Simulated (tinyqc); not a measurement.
Phonon-assisted absorption at an indirect gap, step by step. Values are carried at full precision from step to step, so a last printed digit may differ when a step is redone from the rounded ones.

alpha(E) = sum_j A_j [N_j (E - Eg + w_j)^2 + (N_j + 1)(E - Eg - w_j)^2], each bracket counted only where its base is positive; N_j = 1/(exp(w_j/kB T) - 1). The first term absorbs a phonon and the second emits one; excitons and direct transitions are left out.

Constants: kB = 8.617333262e-05 eV/K.

Values chosen for the exercise (loosely those of Si at room temperature; Eg is not tied to T; the results hold for these values, not for the real material): Eg = 1.122 eV (indirect gap, held fixed unless listed); w = (55.9, 18.1) meV (two zone-edge phonons); A = (3700, 190) 1/(cm eV^2) (their strengths); T = 200 K; E = 1.147 eV (photon energy); nr = 3.56 (refractive index); d = 11 micrometre (thickness); xj = 0.22 micrometre (dead layer at the surface); W = 0.83 micrometre (depleted width); L = 140 micrometre (minority diffusion length below it).

## The four branches at one energy

Evaluate the occupations and each term.

N_j: 0.04061  0.5381

terms with phonon absorption (1/cm): 0.9835  0.1899

terms with phonon emission (1/cm): 0  0.01391

alpha = 1.187 1/cm
wavelength hc/E (hc = 1239.841984 eV nm) = 1080.9 nm

Phonon absorption supplies 98.8 % of alpha; the depth 1/alpha is 8.42e+03 micrometre.

## What a slab does with it

Slab of thickness d in air, incoherent passes: R = ((nr - 1)/(nr + 1))^2, x = exp(-alpha d); transmitted Tr = (1 - R)^2 x/(1 - R^2 x^2), reflected Rt = R + (1 - R)^2 R x^2/(1 - R^2 x^2), absorbed Ab = (1 - R)(1 - x)/(1 - R x).

d in cm is 1e-4 times the value in micrometres.

R = 0.3152
x = 0.9987
Tr = 0.5199
Rt = 0.4788
Ab = 0.0013

A single pass would absorb (1 - R)(1 - x) = 0.0009; the back face adds 0.0004.

## Quantum efficiency of a diode

Photodiode (Gaertner form with a dead layer): QE = (1 - R) exp(-alpha xj) [1 - exp(-alpha W)/(1 + alpha L)], R = ((nr - 1)/(nr + 1))^2; responsivity = QE/E in A/W for E in eV.

Evaluate the factors; 1 micrometre = 1e-4 cm.

passes the dead layer = 1.0000
collected share = 0.0164
QE = 0.0113
responsivity = 0.0098 A/W

Without diffusion from below the collected share would be 0.0001.

## Checks

- Tr + Rt + Ab against 1: both 1.000000.

tinyqc: `OMP_NUM_THREADS=1 python tinyqc.py 1680624 1680625 out.jsonl`; about 0.01 s, one thread, shared Intel(R) Xeon(R) Processor @ 2.30GHz.
